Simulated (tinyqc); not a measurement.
Worked calculation: coherent transport through a tight-binding region between two chains. Computed by tinyqc, a small Python program that keeps every step. Settings: temperature = 4, mu = 0.31. Command: `OMP_NUM_THREADS=1 python tinyqc.py 23309 23310 out.jsonl` (the two numbers bound the seeds that draw the settings). One thread of a shared host (Intel(R) Xeon(R) Processor @ 2.60GHz), about 0.07 s of CPU time with the checks.

## Transmission at E = -0.54 eV

H of the central region (eV):
```
[[0.000000, -1.420000, 0.000000, -1.420000],
 [-1.420000, 0.000000, -1.420000, 0.000000],
 [0.000000, -1.420000, 0.000000, -1.420000],
 [-1.420000, 0.000000, -1.420000, 0.000000]]
```

Leads: semi-infinite chains with site energy 0:
```
parameter                           value
lead hopping t (eV)              1.640000
coupling to the left lead (eV)   1.040000
coupling to the right lead (eV)  0.970000
left contact site                       1
right contact site                      4
```

E = -0.540000 eV

Surface Green function g = (E - i sqrt(4 t^2 - E^2)) / (2 t^2); self-energy tc^2 g on each contact site; G = (E - H - Sigma)^(-1); Gamma = -2 Im Sigma; T = Gamma_L Gamma_R |G_LR|^2; local density of states -Im G_ii / pi.

g = -0.100387-0.601436i 1/eV

G (1/eV):
```
[[-0.683108-0.450075i, 0.212485+0.034858i, 0.763912+0.463331i, 0.078017+0.141338i],
 [0.212485+0.034858i, -0.736263-0.508211i, 0.211753-0.228122i, 0.816789+0.421460i],
 [0.763912+0.463331i, 0.211753-0.228122i, -0.683387-0.550081i, 0.232593+0.018936i],
 [0.078017+0.141338i, 0.816789+0.421460i, 0.232593+0.018936i, -0.728338-0.414259i]]
```

local density of states (1/eV): [0.143263, 0.161768, 0.175096, 0.131863]

transmission = 0.038377

## Transmission across the band

The same steps on a grid of energies.

T(E):
```
E (eV)              T
-3.11600000  0.884794
-2.80440000  0.306868
-2.49280000  0.180827
-2.18120000  0.130850
-1.86960000  0.104222
-1.55800000  0.087283
-1.24640000  0.074514
-0.93480000  0.062151
-0.62320000  0.044921
-0.31160000  0.015175
0.00000000   0.000000
0.31160000   0.015175
0.62320000   0.044921
0.93480000   0.062151
1.24640000   0.074514
1.55800000   0.087283
1.86960000   0.104222
2.18120000   0.130850
2.49280000   0.180827
2.80440000   0.306868
3.11600000   0.884794
```

levels of the isolated region (eV): [-2.840000, 0.000000, 0.000000, 2.840000]

## Current

I = (2e/h) int T(E) [f(E - mu - V/2) - f(E - mu + V/2)] dE at 4 K with mu = 0.31 eV, the bias not changing H; 2e^2/h = 77.48092 microsiemens; the integral runs over the band on 4001 points.

Current:
```
V (volt)  I (microampere)
0.010000         0.011664
0.050000         0.058283
0.100000         0.116590
0.200000         0.235871
0.400000         0.495623
0.800000         1.174542
```
